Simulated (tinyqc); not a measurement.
Hubbard chain of 6 sites, step by step. Computed by tinyqc, a small Python program that keeps every step. Settings: hopping = 1.94, U = 1.7, mixing = 0.2, iteration cap = 51. Command: `OMP_NUM_THREADS=1 python tinyqc.py 28972 28973 out.jsonl` (the two numbers bound the seeds that draw the settings). One thread of a shared host (Intel(R) Xeon(R) Processor @ 2.60GHz), about 0.2 s of CPU time with the checks. Later iterations appear only in the table of the cycle.

## Mean-field iteration 1

one-body matrix (hopping and site energies) (eV), order 1, 2, 3, 4, 5, 6:
```
[[0.0000, -1.9400, 0.0000, 0.0000, 0.0000, 0.0000],
 [-1.9400, 0.0000, -1.9400, 0.0000, 0.0000, 0.0000],
 [0.0000, -1.9400, 0.0000, -1.9400, 0.0000, 0.0000],
 [0.0000, 0.0000, -1.9400, 0.0000, -1.9400, 0.0000],
 [0.0000, 0.0000, 0.0000, -1.9400, 0.0000, -1.9400],
 [0.0000, 0.0000, 0.0000, 0.0000, -1.9400, 0.0000]]
```

U = 1.7000 eV

electrons, up and down: [3, 3]

mixing = 0.2000

n(up) at the start (a guess, not normalised): [0.5500, 0.4500, 0.5500, 0.4500, 0.5500, 0.4500]

n(down) at the start (a guess): [0.4500, 0.5500, 0.4500, 0.5500, 0.4500, 0.5500]

H(up) = T + U n(down), H(down) = T + U n(up); fill the lowest levels; n(new) = n + mixing (n(out) - n); E = tr T (rho up + rho down) + U sum n_up n_down of the output.

levels, up (eV): [-2.6468, -1.5706, -0.0176, 1.7176, 3.2706, 4.3468]

levels, down (eV): [-2.6468, -1.5706, -0.0176, 1.7176, 3.2706, 4.3468]

energy = -11.0006 eV

n(up) after iteration 1: [0.5468, 0.4562, 0.5451, 0.4549, 0.5438, 0.4532]

n(down) after iteration 1: [0.4532, 0.5438, 0.4549, 0.5451, 0.4562, 0.5468]

## Mean-field iteration 2

As before.

levels, up (eV): [-2.6466, -1.5703, -0.0169, 1.7169, 3.2703, 4.3466]

levels, down (eV): [-2.6466, -1.5703, -0.0169, 1.7169, 3.2703, 4.3466]

energy = -11.0016 eV

n(up) after iteration 2: [0.5437, 0.4615, 0.5408, 0.4592, 0.5385, 0.4563]

n(down) after iteration 2: [0.4563, 0.5385, 0.4592, 0.5408, 0.4615, 0.5437]

## Mean-field iteration 3

As before.

levels, up (eV): [-2.6464, -1.5701, -0.0163, 1.7163, 3.2701, 4.3464]

levels, down (eV): [-2.6464, -1.5701, -0.0163, 1.7163, 3.2701, 4.3464]

energy = -11.0025 eV

n(up) after iteration 3: [0.5406, 0.4661, 0.5368, 0.4632, 0.5339, 0.4594]

n(down) after iteration 3: [0.4594, 0.5339, 0.4632, 0.5368, 0.4661, 0.5406]

## Convergence

Each step fills the lowest levels of T + U n(other spin) and sets n(new) = n + mixing (n(out) - n); stop when output and input agree to 1e-8.

Course of the cycle:
```
iteration      E (eV)  largest |n(out) - n(in)|  mean |n_up - n_down|
1          -11.000608                  3.09e-02                0.0525
2          -11.001632                  2.66e-02                0.0478
3          -11.002477                  2.29e-02                0.0436
4          -11.003174                  1.97e-02                0.0397
5          -11.003751                  1.71e-02                0.0362
6          -11.004228                  1.49e-02                0.0330
7          -11.004624                  1.30e-02                0.0301
8          -11.004952                  1.16e-02                0.0274
9          -11.005224                  1.09e-02                0.0250
10         -11.005450                  1.01e-02                0.0228
11         -11.005637                  9.43e-03                0.0208
...               ...                       ...                   ...
41         -11.006558                  6.93e-04                0.0013
42         -11.006559                  6.32e-04                0.0012
43         -11.006559                  5.77e-04                0.0011
44         -11.006560                  5.27e-04                0.0010
45         -11.006560                  4.80e-04                0.0009
46         -11.006560                  4.38e-04                0.0008
47         -11.006561                  4.00e-04                0.0008
48         -11.006561                  3.65e-04                0.0007
49         -11.006561                  3.33e-04                0.0006
50         -11.006561                  3.04e-04                0.0006
51         -11.006561                  2.77e-04                0.0005
```

Not converged within 51 iterations: the residual falls steadily but slowly, by a factor of about 0.91 a step. The lowest mean-field energy found from random starts is -11.00656 eV. Reruns (cap 100 unless said): mixing 0.5: converged in 61 (E = -11.00656); mixing 0.9: converged in 31 (E = -11.00656); the original settings with a cap of 400: converged in 163 (E = -11.00656).

## Exact diagonalisation (400 states)

Lowest levels of the sector, and the double occupancy of the lowest state.

lowest levels (eV): [-11.2167, -9.8023, -9.0571, -8.3842, -8.1257, -7.8073]

double occupancy per site = 0.2089

## The lowest level by Lanczos steps

From a random start vector (not printed): a_j = <q_j|H|q_j>, b_j = norm of the remainder after orthogonalising; the Ritz value is the lowest eigenvalue of the tridiagonal matrix of a and b so far.

Lanczos:
```
j   a_j (eV)  b_j (eV)  lowest Ritz value (eV)
1    -1.6211    7.2449               -1.621075
2    -1.0937    7.0940               -8.607144
3     3.7972    6.7515              -10.513269
4     4.4135    6.9821              -10.970778
5     3.4005    7.0240              -11.121636
6     3.2282    6.1593              -11.186805
7     3.3436    5.8988              -11.208971
8     4.5855    5.9955              -11.214560
9     3.7668    6.5463              -11.215870
10    2.0738    6.5496              -11.216344
```
